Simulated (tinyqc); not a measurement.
Against the doping: grain-boundary trapping model (Seto) of a polycrystalline semiconductor film. Computed by tinyqc, a small Python program. Command: `OMP_NUM_THREADS=1 python tinyqc.py 3020605 3020606 out.jsonl poly walk`. One thread of a shared host (Intel(R) Xeon(R) Processor @ 2.30GHz), about 0.01 s of CPU time with the checks.

Grains of equal size L are joined by thin boundaries with one trap level. Trapped carriers deplete a width W on each side and raise a barrier, crossed by thermionic emission. Dopants are fully ionised, statistics are non-degenerate and mu_g does not depend on T.

Inputs (values chosen for the exercise, modelled on polycrystalline ZnO): permittivity eps = 8.3; effective mass m = 0.28 m_0; effective density of states at 300 K, N_c = 3.8e+18 1/cm^3; grain size L = 49 nm; trap density Q_t = 4.1e+12 1/cm^2; trap level E_t below the band edge = 0.4 eV; mobility inside the grains mu_g = 150 cm^2/(V s); temperature T = 200 K.

Grain interior: resistance included.

Constants: e = 1.602176634e-19 C; eps_0 = 8.8541878128e-12 F/m; k_B = 8.617333262e-05 eV/K; m_0 = 9.1093837015e-31 kg; k_B = 1.380649e-23 J/K.

Method:
- If all traps fill, the grain is just depleted at N* = Q_t/L, with the barrier e Q_t L/(8 eps eps_0).
- N_c(T) = N_c (T/300 K)^(3/2). Filled traps Q = Q_t/(1 + (1/2) exp((E_t* - E_F)/k_B T)), where E_t* = e V_B - E_t and E_F are counted from the band edge at the grain centre. Partial depletion: Q = 2 N W, V_B = e N W^2/(2 eps eps_0), E_F = k_B T ln(N/N_c); solve for W. If that W would exceed L/2 the grain is fully depleted: W = L/2, Q = N L, and E_F follows from the trap equation. Centre density n_0 = N_c exp(E_F/k_B T).
- Boundary: sigma_b = L e^2 n_0 exp(-e V_B/k_B T)/sqrt(2 pi m k_B T); drift through the grain, depleted parts included: rho_g = [(1 - 2W/L) + (2W/L) int_0^1 exp(y^2 s^2) ds]/(e n_0 mu_g); rho = 1/sigma_b + rho_g. Mean carrier density n_av = n_0 [(1 - 2W/L) + (2W/L) (sqrt(pi)/2) erf(y)/y], y = sqrt(e V_B/k_B T); effective mobility 1/(e n_av rho).

N* = 8.36735e+17 1/cm^3

The same film:
```
N (1/cm^3)  W (nm)  V_B (V)  mean density (1/cm^3)  mobility (cm^2/(V s))  rho (ohm cm)
2.50e+16    24.500  0.01636             5.1838e+06             1.1267e+02    1.0686e+10
8.40e+16    24.500  0.05496             1.1438e+08             3.8982e+01    1.3998e+09
2.10e+17    24.500  0.13741             2.6265e+10             8.4520e-01    2.8115e+08
4.20e+17    24.500  0.27481             1.6204e+14             5.0351e-04    7.6499e+07
6.70e+17    22.644  0.37448             1.6849e+17             1.4659e-06    2.5270e+07
1.00e+18    18.256  0.36329             3.9869e+17             1.8147e-06    8.6268e+06
1.70e+18    12.055  0.26930             1.0511e+18             2.7680e-04    2.1454e+04
3.30e+18     6.212  0.13882             2.7245e+18             3.9978e-01    5.7303e+00
8.40e+18     2.440  0.05454             7.9752e+18             3.6104e+01    2.1676e-02
3.30e+19     0.621  0.01388             3.2821e+19             1.1662e+02    1.6307e-03
```

What follows from these numbers?

The barrier peaks among these rows at N = 6.7e17 (0.374 V) and the mobility has its minimum at 6.7e17; N* is 8.4e17. While the grain is fully depleted (W = L/2) V_B grows as N; once all traps are filled it falls as 1/N (last exponent -1.00). Partly depleted rows (W < L/2) with e V_B below 2 k_B T stretch the depletion approximation. Where N approaches N_c the non-degenerate statistics fail. rho drops most steeply, as N^-12.4, between 1.7e18 and 3.3e18.

Extremes, crossings and ranges named in words are read from the listed rows.
